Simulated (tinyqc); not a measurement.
From net moment m back to fraction x of B sites: two-sublattice mean-field magnet: ferrimagnet, compensation points and susceptibility. Computed by tinyqc, a small Python program. Command: `OMP_NUM_THREADS=1 python tinyqc.py 3007127 3007128 out.jsonl ferri inv`. One thread of a shared host (Intel(R) Xeon(R) Processor @ 2.30GHz), about 0.02 s of CPU time with the checks.

A random alloy A(1-x)B(x) with H = -sum over pairs J S_i.S_j. a = <S_A> and b = <S_B> are taken along z, a > 0. Exchange fields: h_A = (1 - x) zJ_AA a + x zJ_AB b, h_B = (1 - x) zJ_AB a + x zJ_BB b; a = S_A B_(S_A)(S_A h_A/(k_B T)) and likewise for b, with the Brillouin function B_S(y) = [(2S + 1)/(2S)] coth[(2S + 1) y/(2S)] - [1/(2S)] coth[y/(2S)].

Inputs (values chosen for the exercise, for a model ferrimagnet):

| quantity | value | unit |
|---|---|---|
| spin S_A | 2.5 | - |
| spin S_B | 1.5 | - |
| g factor g_A | 2 | - |
| g factor g_B | 2 | - |
| z J_AA | 12.9 | meV |
| z J_BB | 0.28 | meV |
| z J_AB | -2.4 | meV |
| T over T_c | 0.54 | - |
| largest number of steps | 3000 | - |

Constants: k_B = 8.617333262e-05 eV/K.

Method:
- Linearised, T (a, b) = M (a, b) with M_ij = S_i (S_i + 1) c_j zJ_ij/(3 k_B), c_A = 1 - x, c_B = x. T_c is the larger eigenvalue, and its eigenvector gives b/a at onset, (T_c - M_AA)/M_AB.
- Repeat from a = S_A, b = -S_B until a and b change by less than 1e-10.
- Net moment m = (1 - x) g_A a + x g_B b in mu_B per site; net spin s = (1 - x) a + x b. At T = 0, a = S_A and b = -S_B. Effective g = m/s.

Problem. A run gave the result below. Find the fraction x of B sites, known to lie between 0.32 and 0.53.

net moment m = 2.542473 mu_B

Solution.

Each step takes the trial c = (a f_b - b f_a)/(f_b - f_a), f being the result less the target and a, b, c the logarithms of the listed values; c replaces end b, the old b replaces a if the sign of f changed, and otherwise f_a is halved.

Scan of the range:

| fraction x of B sites | net moment m (mu_B) |
|---|---|
| 0.320 | 2.74587 |
| 0.348 | 2.60764 |
| 0.379 | 2.45458 |
| 0.412 | 2.29160 |
| 0.448 | 2.11375 |
| 0.487 | 1.92099 |
| 0.530 | 1.70835 |

False position (Illinois rule, in the logarithm of the input) inside the bracket:

| step | end a | end b | trial | net moment m (mu_B) |
|---|---|---|---|---|
| 1 | 0.348000 | 0.379000 | 0.360877 | 2.54407 |
| 2 | 0.379000 | 0.360877 | 0.361192 | 2.54251 |
| 3 | 0.379000 | 0.361192 | 0.361207 | 2.54244 |
| 4 | 0.361192 | 0.361207 | 0.361200 | 2.54247 |

net moment m falls at every point of a 13-point scan of the range (every second point is shown), so one value fits; it is bracketed by 0.348 and 0.379. Answer: fraction x of B sites = 0.3612.
